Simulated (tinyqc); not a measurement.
# Thickness from two neighbouring fringes

Inverse problem. At normal incidence a transparent film with an index between those of air and substrate, taken as constant, has reflectance minima at 2 n1 d = (m + 1/2) lam (small phase shifts at the substrate neglected). Find d and the order m of the shorter wavelength.

Parameters, values chosen for the exercise:

| symbol | value | unit | meaning |
|---|---|---|---|
| n1 | 1.471 |  | index of the transparent film |

wavelengths of two neighbouring reflectance minima (nm): [422, 590.8]

Answer. Neighbouring orders differ by one: 2 n1 d (1/lam1 - 1/lam2) = 1.

d = 502 nm
m = 3

Computed by the program tinyqc: `OMP_NUM_THREADS=1 python tinyqc.py 2870118 2870119 out.jsonl`, one thread of a shared Intel Xeon 2.30GHz, about 0.4 s for the whole run.
